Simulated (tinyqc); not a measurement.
Surface photovoltage measurement of the minority-carrier diffusion length in a wafer: one step, computed by the program tinyqc.

Low injection, steady light, a depletion layer much thinner than 1/alpha and L. The excess density dn is taken at the front edge of the neutral region; light that reaches the back is lost.

Question. The linear plot. alpha = (84.732/lambda - 76.417)^2 per cm with lambda in micrometre (an empirical fit for silicon between 0.7 and 1.05 micrometre). Thick wafer: dn = Phi L/((S_f + D/L)(L + 1/alpha)). Finite wafer, with s = S_b L/D, w = W/L, a = alpha L: dn = [Phi a/(a^2 - 1)] [a - B - exp(-alpha W)(a - s)/(cosh w + s sinh w)]/(S_f + B D/L), B = (sinh w + s cosh w)/(cosh w + s sinh w). Readings y = (Phi/dn) (1 + noise x g) at 780, 830, 880, 920, 950, 975 and 995 nm; a least-squares line y = c (1/alpha + L_app) gives L_app = intercept/slope.

Inputs (values chosen for the exercise, modelled on p-type silicon at room temperature):
```
quantity                            value        unit
diffusion length L                    580  micrometre
wafer thickness W                     775  micrometre
diffusivity D                        27.7      cm^2/s
front recombination velocity S_f     8300        cm/s
back recombination velocity S_b    190000        cm/s
photon flux entering              1.3e+13  1/(cm^2 s)
relative noise of each reading          0           %
```

normal deviates g for the noise: -0.03  1.05  -0.34  -0.52  -1.32  -0.63  -1.07

Give: the table «Readings» with the columns 1/alpha (micrometre), y (cm/s), line (cm/s), for lambda (nm) = 780, 830, 880, 920, 950, 975, 995; slope; apparent length L_app; error of L_app (rounded to 0.001).

Answer.

Readings:
```
lambda (nm)  1/alpha (micrometre)  y (cm/s)  line (cm/s)
780                           9.6      9018         8999
830                          15.2      9116         9104
880                          25.3      9297         9297
920                          40.7      9575         9588
950                          61.3      9957         9980
975                          90.9     10524        10543
995                         130.9     11327        11302
```

slope = 18.99 cm/(s micrometre)

apparent length L_app = 464.2 micrometre

error of L_app (rounded to 0.001) = -19.959 %

Without noise the error would be -20.0 %, from the finite thickness at W/L = 1.3. S_f scales all readings alike and leaves L_app unchanged.
